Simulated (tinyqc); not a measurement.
# Trench capacitor in an array: capacitance, non-linearity, leakage and relaxation: several studies

A film between two metal electrodes, each interface adding a series capacitance ci. The small-signal permittivity is ek (1 + aq E^2); the field is found with the linear permittivity. Leakage J = J0 sinh(E/Ef). After a voltage step the film passes a relaxation current kr C V tt^(-nr), tt being the time in seconds. The sidewall is a coaxial capacitor with radii a = dm/2 - t and b = dm/2, depth AR dm; the end face is left out.

Values chosen for this exercise; permittivity of the order of that of aluminium oxide: relative permittivity of the film ek = 9.08; film thickness t = 7.4 nm; capacitance of each electrode interface (dead layer and screening) ci = 1000 uF/cm^2; quadratic field coefficient of the permittivity aq = 0.0017 cm^2/MV^2; bias V = 0.9 V; exponent of the relaxation current nr = 0.947; strength of the relaxation kr = 0.00056; leakage prefactor J0 = 7.4e-10 A/cm^2; field for an e-fold rise of the leakage Ef = 0.46 MV/cm; diameter of the hole dm = 40 nm; aspect ratio, depth over diameter AR = 10; pitch of the square array pt = 85 nm; resistivity of the inner electrode rho = 240 uohm cm; duration of the write pulse t0 = 2e-8 s.

Constants: eps0 = 8.8541878128e-14 F/cm where lengths are in cm. Results are converted to the units shown.

Each table varies one quantity; the others keep the values above.

## Capacitance, non-linearity and leakage against thickness

Planar film: Cf = eps0 ek/t, 1/C = 1/Cf + 2/ci, EOT = 3.9 eps0/C, effective permittivity C t/eps0, E = (V/t) C/Cf; quadratic coefficient [C(V)/C - 1]/V^2 with Cf (1 + aq E^2) in C(V).

Capacitance, non-linearity and leakage against thickness:

| t (nm) | C (uF/cm^2) | EOT (nm) | effective permittivity | E (MV/cm) | quadratic coefficient (ppm/V^2) | J (A/cm^2) |
|---|---|---|---|---|---|---|
| 2.5 | 3.195 | 1.081 | 9.022 | 3.577 | 2.668e4 | 8.817e-7 |
| 3.7 | 2.163 | 1.596 | 9.041 | 2.422 | 1.226e4 | 7.157e-8 |
| 5.5 | 1.457 | 2.369 | 9.054 | 1.632 | 5571 | 1.283e-8 |
| 8.2 | 0.9785 | 3.529 | 9.062 | 1.095 | 2513 | 3.969e-9 |
| 12 | 0.6691 | 5.161 | 9.068 | 0.7490 | 1176 | 1.813e-9 |
| 18 | 0.4462 | 7.738 | 9.072 | 0.4996 | 523.3 | 9.712e-10 |
| 27 | 0.2976 | 11.60 | 9.075 | 0.3331 | 232.8 | 5.840e-10 |
| 40 | 0.2009 | 17.19 | 9.076 | 0.2249 | 106.1 | 3.764e-10 |
| 60 | 0.1340 | 25.78 | 9.078 | 0.1500 | 47.18 | 2.455e-10 |

C falls from 3.20 to 0.134 uF/cm^2 while the effective permittivity goes from 9.02 to 9.08 (ek = 9.08). EOT is a straight line in t with slope 3.9/ek = 0.430 and intercept 0.00691 nm. The quadratic coefficient goes as t^(-1.98) between the first two rows and t^(-2.00) between the last two (-2 without interfaces), and J falls by 3.56 decades. For t = 2.5, 3.7 direct tunnelling, left out, would add to the leakage.

## Cell against the film thickness

Per length 1/c = ln(b/a)/(2 pi eps0 ek) + (1/a + 1/b)/(2 pi ci); cell capacitance c AR dm; per footprint over pt^2; fields c V/(2 pi eps0 ek r) at r = a and b; resistance of the inner electrode rho AR dm/(pi a^2); time constant R C/3 of the distributed line.

Cell against the film thickness:

| t (nm) | cell capacitance (fF) | per footprint (uF/cm^2) | field at a (MV/cm) | field at b (MV/cm) | R (kohm) | R C/3 (ps) |
|---|---|---|---|---|---|---|
| 2.5 | 1.503 | 20.81 | 3.827 | 3.348 | 0.9978 | 0.5001 |
| 3.3 | 1.115 | 15.43 | 2.974 | 2.483 | 1.096 | 0.4073 |
| 4.5 | 0.7899 | 10.93 | 2.270 | 1.759 | 1.272 | 0.3349 |
| 6 | 0.5650 | 7.819 | 1.797 | 1.258 | 1.559 | 0.2936 |
| 8.1 | 0.3884 | 5.375 | 1.454 | 0.8649 | 2.158 | 0.2794 |
| 11 | 0.2526 | 3.497 | 1.250 | 0.5626 | 3.773 | 0.3177 |
| 15 | 0.1455 | 2.014 | 1.297 | 0.3241 | 12.22 | 0.5930 |

What does the table show?

As t goes from 2.5 to 15, the cell capacitance falls from 1.50 to 0.146 fF, the capacitance per footprint falls from 20.8 to 2.01 uF/cm^2, the ratio of the two fields rises from 1.14 to 4.00 and R C/3 goes from 0.500 through a minimum of 0.279 (at t = 8.1 among the rows listed) to 0.593 ps; the time constant goes as t^(-0.74) between the first two rows and t^(2.01) between the last two.

## Charge lost after writing

Planar film: Cf = eps0 ek/t, 1/C = 1/Cf + 2/ci, EOT = 3.9 eps0/C, effective permittivity C t/eps0, E = (V/t) C/Cf. A capacitor written for t0 and then left open loses, as a share of C V, kr (tt^(1 - nr) - t0^(1 - nr))/(1 - nr) by relaxation and J tt/(C V) by leakage; both are taken as small, and rows far outside that range are left out.

The same in every row: leakage current (nA/cm^2) = 5.149.

Charge lost after writing:

| tt (s) | relaxation current (nA/cm^2) | loss by relaxation (%) | loss by leakage (%) | total loss (%) |
|---|---|---|---|---|
| 1e-6 | 2.627e5 | 0.09514 | 5.278e-7 | 0.09514 |
| 1e-5 | 2.968e4 | 0.1611 | 5.278e-6 | 0.1611 |
| 0.0001 | 3353 | 0.2356 | 5.278e-5 | 0.2356 |
| 0.001 | 378.9 | 0.3198 | 5.278e-4 | 0.3203 |
| 0.01 | 42.80 | 0.4149 | 0.005278 | 0.4201 |
| 0.1 | 4.836 | 0.5223 | 0.05278 | 0.5751 |
| 1 | 0.5464 | 0.6437 | 0.5278 | 1.171 |
| 10 | 0.06173 | 0.7808 | 5.278 | 6.058 |

What does the comparison show?

The two currents are equal at tt = 0.0936 s. The loss by relaxation grows from 0.0951 to 0.781 %, by 0.0659 points over the first decade and 0.137 over the last, while the loss by leakage grows tenfold a decade. Leakage is the larger loss for tt = 10 s. For tt = 10 the falling voltage would already cut the leakage, so the linear estimate overstates the loss.

Program tinyqc, `OMP_NUM_THREADS=1 python tinyqc.py 2102136 2102137 out.jsonl`; Intel Xeon 2.30GHz, shared host, one thread, about 0.01 s.
